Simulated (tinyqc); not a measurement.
Epitaxial growth on a vicinal surface: Burton-Cabrera-Frank step flow, step-edge barrier and island nucleation: one step, computed by the program tinyqc.

Adatoms land at rate F, hop on a square grid (a simplification for hexagonal faces), desorb, or join steps. Lengths are in units of a and n is the adatom coverage. Steps ascend at x = 0 and descend at x = l.

Problem. Step flow or islands. Island density on a flat surface without desorption: N = 0.25 (F/D)^(i/(i+2)) exp(E_i/((i+2) k_B T)) per site, with E_i = 0 for i = 1; spacing l_n = N^(-1/2). Step flow needs an effective width l_eff = 2 x(peak) below l_n. Temperatures in kelvin are T(C) + 273.15.

Inputs (values chosen for the exercise, close to those used for Ge(001)):
```
quantity                                    value      unit
deposition rate F                            0.69  layers/s
temperature T                                 470         C
critical nucleus size i                         2         -
binding energy of the critical nucleus E_i   0.47        eV
```

D = 2.469600e+08 a^2/s

position of the peak = 33.66096 a

Constants: k_B = 8.617333262e-05 eV/K.

Give: island density N on a flat surface; island spacing l_n; ratio l_eff/l_n.

Solution.

island density N on a flat surface = 8.2774e-05 per site

island spacing l_n = 109.91 a

ratio l_eff/l_n = 0.61250

Steps capture adatoms before they meet: step flow. Caution: the prefactor 0.25 and the criterion are estimates, good to a factor of about two in length.
